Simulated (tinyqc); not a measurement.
Worked calculation: quantum-confined Stark effect in a modulator well. Values are carried at full precision from step to step, so a last printed digit may differ when a step is redone from the rounded ones.

Constants: hbar^2/2m0 = 3.80998211 eV angstrom^2; e^2/(4 pi eps0) = 14.39964547 eV angstrom; hc = 1239.841984 eV nm.

Parameters, chosen for this exercise (near those of an InGaAs well in InAlAs; not measured data):
```
symbol  value   unit      meaning
L       78      angstrom  well width
me      0.0434  m0        electron, well
mh      0.388   m0        heavy hole along z, well
F       135     kV/cm     field
Vc      0.501   eV        conduction offset
Vv      0.203   eV        heavy-hole offset
meb     0.0758  m0        electron, barrier
mhb     0.441   m0        heavy hole, barrier
Eg      0.763   eV        gap of the well
mp      0.109   m0        heavy hole in the plane
eps     13.3              dielectric constant
dE      19      meV       operating point below the zero-field line
G       10      meV       half width of the exciton line
```

## Estimate for hard walls

Second order: each level moves by -C m (e F)^2 L^4/(2c), C = (15/pi^2 - 1)/(24 pi^2), c = hbar^2/2m0, 1 kV/cm = 1e-5 eV/angstrom. It holds while e F L is no more than about twice 3 c pi^2/(m L^2).

Estimate:
```
carrier     shift (meV)  e F L over the level spacing
electron          -0.84                          0.25
heavy hole        -7.54                          2.20
```

The hole, 8.9 times heavier, carries 90 % of the estimated shift; for hard walls second order errs by about 2 % at a ratio of 1 and 13 % at 3.

## Levels and envelopes

Envelopes on cells of 0.5 angstrom over the well |z| < L/2 and 45 angstrom of barrier on each side, psi = 0 beyond, psi'/m continuous (mean mass between points), c = hbar^2/2m0. The electron sees + e F z and the hole - e F z, each with its offset in the barriers; 1 kV/cm = 1e-5 eV/angstrom. Light holes, band mixing and escape by tunnelling are left out.

Ground levels, squared overlap and separation <z>_h - <z>_e without and with the field.

Results:
```
F (kV/cm)  E_e (meV)  E_h (meV)  overlap^2  separation (angstrom)
0              68.26      11.22      0.976                    0.0
135            64.64      -1.91      0.634                   22.3
```

The electron level moves by -3.62 meV (4.3 times the hard-wall estimate, since it leaks into the barriers and sees a wider well) and the hole level by -13.13 meV (1.74 times).

## Exciton

Exciton: in-plane function exp(-rho/lam), 1/mu = 1/me + 1/mp, E(lam) = c/(mu lam^2) - (q/eps) times the integral over k of Fm(k)(1 + (k lam/2)^2)^(-3/2), Fm(k) the double integral of psi_e^2 psi_h^2 exp(-k |z - z'|), q = e^2/(4 pi eps0); binding Eb = -E at the minimum. Line at Eg + E_e + E_h - Eb, strength proportional to overlap^2/lam^2.

Minimise over lam without and with the field.

Results:
```
F (kV/cm)  lam (angstrom)  Eb (meV)  line (eV)      nm  overlap^2/lam^2 (1e-4/angstrom^2)
0                   162.8      6.34     0.8361  1482.8                             0.3685
135                 173.3      5.88     0.8198  1512.3                             0.2109
```

The weaker binding gives back 0.46 meV of the red shift, leaving 16.3 meV; the strength falls to 57 %.

## Contrast at the operating point

With a Gaussian line of half width G, the absorption at E_op = line(0) - dE is proportional to strength x exp(-ln2 ((E_op - line)/G)^2); continuum absorption is left out. Give it at both fields, relative to the zero-field peak.

E_op = 0.8171 eV
wavelength = 1517.3 nm

absorption without and with the field: 0.082  0.54

The field changes the absorption by +0.46 of the zero-field peak. The zero-field tail still absorbs here, since dE is no more than 2G, which costs insertion loss.

## Checks

- Zero-field levels against the matching condition of the square well, meV: largest difference 4.9e-03.
- Slope d(E_e + E_h)/dF against minus the separation (Hellmann-Feynman), angstrom: both -22.3.

Computed by tinyqc, a small Python program: `OMP_NUM_THREADS=1 python tinyqc.py 1282735 1282736 out.jsonl` (the numbers bound the seed that draws the inputs); one thread of a shared host (Intel(R) Xeon(R) Processor @ 2.30GHz), about 0.2 s for the whole set of steps.
